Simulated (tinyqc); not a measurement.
## Single-junction solar cell, detailed-balance limit: where the incident power goes

Every photon above the gap Eg makes one pair and none below is absorbed; carriers thermalise at T and move without loss. Jsc = q fs X Phi(Eg, Ts); the dark current is J0 = q ge Phi(Eg, T)/ERE with the Boltzmann factor exp(V/Vt). The efficiency is the electrical power over fs X sigma Ts^4.

Photon flux above E from a black body at temperature T into a hemisphere: Phi(E, T) = A sum_k exp(-k E/th)[E^2 th/k + 2 E th^2/k^2 + 2 th^3/k^3], k = 1, 2, ..., with th = kB T/q in eV and A = 2 pi q^3/(h^3 c^2). J(V) = Jsc - J0 (exp(V/Vt) - 1); Voc = Vt ln(1 + Jsc/J0); at maximum power v = Vmp/Vt solves (1 + v) exp(v) = 1 + Jsc/J0. Pin = fs X sigma Ts^4, sigma = 2 pi^5 kB^4/(15 h^3 c^2). Power above the gap Pg = fs X A q sum_k exp(-k Eg/th)[Eg^3 a + 3 Eg^2 a^2 + 6 Eg a^3 + 6 a^4], a = th/k at Ts. Shares: Pin - Pg; Pg - Jsc Eg/q; Jsc (Eg/q - Voc); Jsc (Voc - Vmp); (Jsc - Jmp) Vmp; Jmp Vmp.

Inputs (values chosen for the exercise):
- T = 300 K (cell temperature)
- Ts = 5760 K (temperature of the black-body sun)
- fs = 2.16e-5 (share of the hemisphere filled by the sun)
- X = 1 (concentration)
- ERE = 0.3 (external radiative efficiency)
- ge = 1 (number of faces that emit)
- Eg = 2.04 eV (band gap)

Constants: q = 1.602176634e-19 C, kB = 1.380649e-23 J/K, h = 6.62607015e-34 J s, c = 299792458 m/s, Vt = kB T/q. Results are converted to the units shown.

Shares of Pin:
```
	share (%)
below the gap	61.69
thermalisation	9.966
Eg/q to Voc	4.542
Voc to Vmp	1.489
Jsc to Jmp	0.3535
output	21.96
```

The six shares add up to 100 %. The largest loss is "below the gap" with 61.7 %. The two spectral losses take 71.7 % together, more below the gap than by thermalisation: a smaller gap would shift the balance.

Computed by the program tinyqc: `OMP_NUM_THREADS=1 python tinyqc.py 2820017 2820018 out.jsonl`, one thread of a shared Intel Xeon 2.30GHz, about 0.01 s for the whole run.
